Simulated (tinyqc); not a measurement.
From results back to parameters: zigzag graphene nanoribbon in tight binding. Three cases, with inputs chosen for the exercise.

Problem. The edge state of a wide zigzag ribbon has weight 1 - x^2 on the edge site, x = 2 cos(k/2), and its amplitude falls by x from chain to chain, 1.5 acc apart. The weight below belongs to a hidden k between 2 pi/3 and pi.

Find: k; decay length.

Method. x = sqrt(1 - weight), k = 2 arccos(x/2), decay length = -1.5 acc/ln x.

Case 1.

Values chosen (out of a larger set: near those used for graphene; not measured data): acc = 1.42 angstrom (bond length).

edge weight = 0.666769

Solution.

k = 2.556
decay length = 3.877 angstrom

Case 2.

Values chosen (out of a larger set: near those used for graphene; not measured data): acc = 1.42 angstrom (bond length).

edge weight = 0.201124

Solution.

k = 2.215
decay length = 18.971 angstrom

Case 3.

Values chosen (out of a larger set: near those used for graphene; not measured data): acc = 1.42 angstrom (bond length).

edge weight = 0.329567

Solution.

k = 2.298
decay length = 10.655 angstrom

Computed by tinyqc, one run a case: `OMP_NUM_THREADS=1 python tinyqc.py N N+1 out.jsonl` with N = 1451686, 1451941, 1451999; one thread of a shared Intel(R) Xeon(R) Processor @ 2.30GHz, about 0.01 s a run at most.
